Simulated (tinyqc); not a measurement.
# Space-charge-limited current with shallow traps: effect of the thickness

One carrier type, drift only, an injecting contact at x = 0 (zero field) and thickness L. The share th = y/(1 + y), y = (Nc/Nt) exp(-Et/kB T), of the injected charge is free: J = q mu n F, eps0 eps_r dF/dx = q (n - n0)/th.

Ohmic J = q n0 mu V/L; Mott-Gurney J = (9/8) th eps0 eps_r mu V^2/L^3; they cross at Vx = 8 q n0 L^2/(9 th eps0 eps_r); traps fill at V_TFL = q Nt L^2/(2 eps0 eps_r). Exact: with u = n0/n(L), w = -u - ln(1 - u) and v = -u - u^2/2 - ln(1 - u), V = (q n0 L^2/(th eps0 eps_r)) v/w^2 and J = q^2 n0^2 mu L/(th eps0 eps_r w).

Parameters, values chosen for the exercise:
```
symbol   value        unit                              meaning
T          250           K                          temperature
eps_r     11.4                            relative permittivity
mu         1.1  cm^2/(V s)                             mobility
Nc      9.9e20       cm^-3               band density of states
Nt      3.4e17       cm^-3                         trap density
Et        0.48          eV                           trap depth
n0       6.7e8       cm^-3  free carrier density in equilibrium
V          6.5           V                              voltage
```

Constants: q = 1.602176634e-19 C, kB = 1.380649e-23 J/K, Vt = kB T/q, eps0 = 8.8541878128e-14 F/cm where lengths are in cm. Results are converted to the units shown.

Effect of the thickness:
```
L (nm),J (A/cm^2),ohmic (A/cm^2),Mott-Gurney (A/cm^2),d ln J/d ln V
160,0.007940,4.797e-5,0.007904,1.995
240,0.002366,3.198e-5,0.002342,1.990
340,8.407e-4,2.257e-5,8.237e-4,1.980
490,2.870e-4,1.566e-5,2.752e-4,1.959
700,1.027e-4,1.096e-5,9.439e-5,1.918
1000,3.825e-5,7.675e-6,3.237e-5,1.844
1500,1.359e-5,5.117e-6,9.593e-6,1.695
2100,6.445e-6,3.655e-6,3.496e-6,1.516
```

J falls from 0.00794 to 6.45e-6 A/cm^2, as L^(-2.99) between the first two rows and L^(-2.22) between the last two (space charge -3, ohmic -1). The thickness law marks a bulk-limited current; an electrode-limited one depends on V/L alone. For L = 160 V exceeds half of V_TFL, which goes as L^2, so trap filling, left out here, would raise the current.

Range of the model: Diffusion and a field-dependent mobility are left out. With injecting contacts the diffusion current, about 4 pi^2 Vt th eps0 eps_r mu V/L^3, equals the Mott-Gurney current at V = 35 kB T/q (0.9 V at 300 K), so the drift-only result needs V well above that.

tinyqc, about 0.01 s, one thread, Intel Xeon 2.30GHz (shared host): `OMP_NUM_THREADS=1 python tinyqc.py 2370063 2370064 out.jsonl`
